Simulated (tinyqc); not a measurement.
# Lifetime from the low-frequency admittance

Question. At low frequency a p+-n diode with a base of width wb has C_diff/G = (tau/2)(1 - 2 x/sinh 2x), x = wb/sqrt(Dp tau). Find tau, x and the limit of C_diff/G for infinite lifetime, wb^2/(3 Dp).

Inputs (values chosen for the exercise): hole diffusion coefficient Dp = 2.4 cm^2/s; width of the neutral base wb = 1 um.

G = 0.084014677 S/cm^2
C_diff = 5.6884875e-5 uF/cm^2

Solution. The ratio rises steadily with tau from tau/2 (long base) towards wb^2/(3 Dp) (short base), so one lifetime matches as long as the ratio is below that limit.

tau = 2.000e-9 s
x = 1.443
limit of C_diff/G = 1.389e-9 s

Program tinyqc, `OMP_NUM_THREADS=1 python tinyqc.py 2890121 2890122 out.jsonl`; Intel Xeon 2.30GHz, shared host, one thread, about 0.01 s.
